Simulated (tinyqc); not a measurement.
Inside a calculation. Method: Luttinger-Kohn k.p, four valence bands. One step of it, computed by the program tinyqc.

Question. Levels at k. Diagonalise the Hermitian matrix.

H(k) at k (eV), order 3/2, 1/2, -1/2, -3/2:
```
[[0.071100, 0.010495+0.012864i, 0.002550-0.020989i, 0.000000],
 [0.010495-0.012864i, 0.060841, 0.000000, 0.002550-0.020989i],
 [0.002550+0.020989i, 0.000000, 0.060841, -0.010495-0.012864i],
 [0.000000, 0.002550+0.020989i, -0.010495+0.012864i, 0.071100]]
```

Give: eigenvalues.

Answer.

eigenvalues (eV): [0.039, 0.039, 0.093, 0.093]
